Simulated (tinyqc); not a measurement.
The starting point: quasiparticle equation with a plasmon-pole self-energy for two band edges.

For each edge E = e + X + Sc(E), with the correlation part Sc(E) = A[0]/(E - a + w) + A[1]/(E - b - w); a and b are the valence and conduction energies that enter the Green function (a = ev, b = ec in the one-shot scheme). Z = 1/(1 - dSc/dE), dSc/dE = -A[0]/(E - a + w)^2 - A[1]/(E - b - w)^2.

Values chosen for the exercise (scales of the order of those of HfO2; the results hold for these values, not for the real material): ev = 0 eV (mean-field valence top); ec = 4.05 eV (mean-field conduction edge); w = 14.8 eV (pole energy); Av = (26.7, 15.4) eV^2 (weights of the valence state on the hole and electron poles); Ac = (12.9, 27.1) eV^2 (the same for the conduction state); Xv = -2.22 eV (exchange minus the mean-field potential, valence); Xc = 2.04 eV (the same, conduction).

The mean-field gap is opened by d (ev lowered by d/2, ec raised by d/2) and X is changed by the opposite amounts, so that e + X stays; one-shot and G-updated gaps.

Gaps (eV):

| d | start | one-shot | update G |
|---|---|---|---|
| 0.0 | 4.050 | 5.8683 | 6.0333 |
| 0.2 | 4.250 | 5.8857 | 6.0333 |
| 0.4 | 4.450 | 5.9030 | 6.0333 |
| 0.6 | 4.650 | 5.9200 | 6.0333 |
| 0.9 | 4.950 | 5.9452 | 6.0333 |
| 1.2 | 5.250 | 5.9699 | 6.0333 |
| 1.6 | 5.650 | 6.0023 | 6.0333 |

The one-shot gap moves by a fraction 0.08 of any change of the starting gap, while the updated gap, 6.0333 eV, does not depend on it. The two agree where the start already equals the result, near d = 1.98 eV. A real change of starting point alters the orbitals and the screening too; this model holds both fixed.

(tinyqc, `OMP_NUM_THREADS=1 python tinyqc.py 1850521 1850522 out.jsonl`, Intel(R) Xeon(R) Processor @ 2.30GHz, 1 thread, shared host, about 0.02 s.)
